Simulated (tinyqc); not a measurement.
Schottky emission and Poole-Frenkel conduction in an insulator, and how to tell them apart: activation energy against field.

Schottky emission (electrode-limited): J = As T^2 exp[-(pb - b sqrt(F))/Vt], b = sqrt(q/(4 pi eps0 ei)). Poole-Frenkel emission (bulk-limited): J = s0 F exp[-(pt - 2 b sqrt(F))/Vt]. F in V/cm.

The activation energy is -d ln J/d(q/kB T) at fixed F.

Inputs (values chosen for the exercise); dielectric values close to those of hafnium oxide:
- T = 325 K (temperature)
- ei = 4.28 (high-frequency relative permittivity)
- pt = 1.32 eV (trap depth)
- s0 = 0.012 S/cm (Poole-Frenkel prefactor)
- pb = 0.81 eV (electrode barrier)
- As = 20 A/(cm^2 K^2) (Richardson constant)

Constants: q = 1.602176634e-19 C, kB = 1.380649e-23 J/K, Vt = kB T/q, eps0 = 8.8541878128e-14 F/cm where lengths are in cm. Results are converted to the units shown.

Activation energy against field:

| F (MV/cm) | sqrt(F) ((V/cm)^0.5) | J, Schottky (A/cm^2) | its Ea (eV) | J, Poole-Frenkel (A/cm^2) | its Ea (eV) |
|---|---|---|---|---|---|
| 0.2 | 447.2 | 1.087e-5 | 0.7840 | 2.851e-15 | 1.156 |
| 0.81 | 900.0 | 2.109e-4 | 0.7009 | 4.347e-12 | 0.9898 |
| 1.43 | 1196 | 0.001464 | 0.6467 | 3.698e-10 | 0.8813 |
| 2.04 | 1428 | 0.006709 | 0.6040 | 1.108e-8 | 0.7960 |
| 2.66 | 1631 | 0.02530 | 0.5669 | 2.055e-7 | 0.7217 |
| 3.27 | 1808 | 0.08083 | 0.5343 | 2.579e-6 | 0.6566 |
| 3.89 | 1972 | 0.2366 | 0.5042 | 2.629e-5 | 0.5965 |
| 4.5 | 2121 | 0.6279 | 0.4769 | 2.141e-4 | 0.5418 |

What does the table show?

Both activation energies fall linearly in sqrt(F), the Poole-Frenkel one twice as fast (1.16 to 0.542 eV against 0.784 to 0.477 eV). They extrapolate to pt = 1.32 eV and to pb + 2 kB T = 0.866 eV, the 2 kB T coming from the T^2. The Poole-Frenkel current is the smaller one in every row. For F = 1.43, 2.04, 2.66, 3.27, 3.89, 4.5 a Fowler-Nordheim estimate for tunnelling through pb with a mass of 0.4 m0 exceeds the Schottky current, so tunnelling, left out here, would compete. For F = 0.81, 1.43, 2.04, 2.66, 3.27, 3.89, 4.5 a Fowler-Nordheim estimate for tunnelling through pb with a mass of 0.4 m0 exceeds the Poole-Frenkel current, so tunnelling, left out here, would compete.

Numbers from tinyqc (`OMP_NUM_THREADS=1 python tinyqc.py 2370147 2370148 out.jsonl`; about 0.01 s on one thread of a shared Intel Xeon 2.30GHz).
